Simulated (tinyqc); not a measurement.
MOSFET in the linear regime without short-channel effects, parameter extraction from computed curves: two steps of the calculation.

Inversion charge Q = Cox n Vt W0(exp((Vg - VT)/(n Vt))), W0 the Lambert function and n = nf; u = Q/Cox; mobility mu = mu0/(1 + th1 u + th2 u^2); channel resistance Rch = (L - dL)/(W mu Q); Id = Vd/(Rch + Rsd/W). Cox = eps0 eox/tox. Small Vd, no channel-length or drain effects.

Inputs (values chosen for the exercise); channel values of the order met in silicon transistors:
- eox = 25.3 (relative permittivity of the gate insulator (close to zirconium oxide))
- tox = 3.3 nm (insulator thickness)
- mu0 = 110 cm^2/(V s) (low-field mobility)
- th2 = 0 1/V^2 (second mobility attenuation factor)
- VT = 0.38 V (threshold voltage)
- W = 1 um (gate width)
- L = 0.23 um (drawn gate length)
- dL = 0.019 um (drawn less effective length)
- Vd = 0.05 V (drain voltage)

Constants: eps0 = 8.8541878128e-14 F/cm where lengths are in cm. Results are converted to the units shown.

Task 1. Threshold and mobility at the peak transconductance. gm_i = (Id_(i+1) - Id_(i-1))/(Vg_(i+1) - Vg_(i-1)); at the point j of largest gm the tangent meets the axis at V_ext = Vg_j - Id_j/gm_j; field-effect mobility gm_j L/(W Cox Vd) with the drawn L.

```
point	Vg (V)	Id (uA)
0	0.08	1.1860298e-4
1	0.23	0.024194136
2	0.38	2.7441341
3	0.53	16.243707
4	0.68	29.102090
5	0.83	38.795692
6	0.98	46.097481
7	1.13	51.730576
8	1.28	56.185769
9	1.43	59.787923
10	1.58	62.755947
```

Give: gm; j; V_ext; field-effect mobility.

Result 1.

gm, point 1 to 9 (uS): 9.147  54.07  87.86  75.17  56.65  43.12  33.63  26.86  21.90
j = 3
V_ext = 0.3451 V
field-effect mobility = 59.54 cm^2/(V s)

V_ext is 35 mV below the model VT, and the mobility so found is 50 % below mu0 L/(L - dL) = 120 cm^2/(V s), the value for the drawn L; attenuation, series resistance and the slow approach of Q to a straight line all lower the peak gm.

Task 2. The Y function. Y_i = Id_i/sqrt(gm_i). For Id = beta Vd x/(1 + th x), x = Vg - VT, Y = sqrt(beta Vd) x whatever th. Slope s from points 6 and 9; VT_Y = Vg - Y/s at point 9; beta = s^2/Vd; mobility beta L/(W Cox) with the drawn L; th* = (beta Vd x/Id - 1)/x at point 9.

```
point	Vg (V)	Id (uA)
0	0.08	1.1860298e-4
1	0.23	0.024194136
2	0.38	2.7441341
3	0.53	16.243707
4	0.68	29.102090
5	0.83	38.795692
6	0.98	46.097481
7	1.13	51.730576
8	1.28	56.185769
9	1.43	59.787923
10	1.58	62.755947
```

gm, point 1 to 9 (uS): 9.1467184  54.065043  87.859852  75.173284  56.651304  43.116280  33.627626  26.857824  21.900594

Give: Y; s; VT_Y; beta; mobility from Y; th*.

Result 2.

Y, point 1 to 9 (uA^0.5 V^0.5): 0.0079998  0.37320  1.7330  3.3565  5.1544  7.0203  8.9207  10.842  12.776
s = 12.790 uA^0.5 V^-0.5
VT_Y = 0.43110 V
beta = 3271.6 uA/V^2
mobility from Y = 110.85 cm^2/(V s)
th* = 1.7349 1/V

The mobility from Y is 7.6 % below mu0 L/(L - dL) = 120 cm^2/(V s), which it should reach in deep inversion when th2 = 0.

Program tinyqc, `OMP_NUM_THREADS=1 python tinyqc.py 2210149 2210150 out.jsonl`; Intel Xeon 2.30GHz, shared host, one thread, about 0.01 s.
